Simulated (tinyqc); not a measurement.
## Trap density from one capacitance

Inverse problem. Traps spread evenly through the insulator exchange electrons with the semiconductor by tunnelling, with tau(x) = t0 exp(2 ka x) at depth x from the interface. The admittance per area Y seen at depth x obeys dY/dx = -Y^2/(i w eps0 eox) + q Nb ln(1 + i w tau)/tau, with Y(0) = i w Cs and w = 2 pi f; the gate sees Y(tox) = G + i w C. Working variable y = Y/(i w), in uF/cm^2. Cox = eps0 eox/tox. Find Nb and G/w.

Inputs (values chosen for the exercise): relative permittivity of the insulator eox = 8.33; insulator thickness tox = 9.3 nm; semiconductor capacitance in accumulation Cs = 0.91 uF/cm^2; decay constant of the wave function in the insulator ka = 3.7 1/nm; time constant of a trap at the interface t0 = 2e-10 s; frequency f = 1e5 Hz.

Constants: q = 1.602176634e-19 C, eps0 = 8.8541878128e-14 F/cm where lengths are in cm. Results are converted to the units shown.

C = 0.70746622 uF/cm^2

Solution. C rises steadily with Nb, so one density matches; in practice ka and t0 must come from the frequency dependence.

Nb = 1.300e20 cm^-3 eV^-1
G/w = 0.02581 uF/cm^2

tinyqc, about 0.7 s, one thread, Intel Xeon 2.30GHz (shared host): `OMP_NUM_THREADS=1 python tinyqc.py 2202024 2202025 out.jsonl`
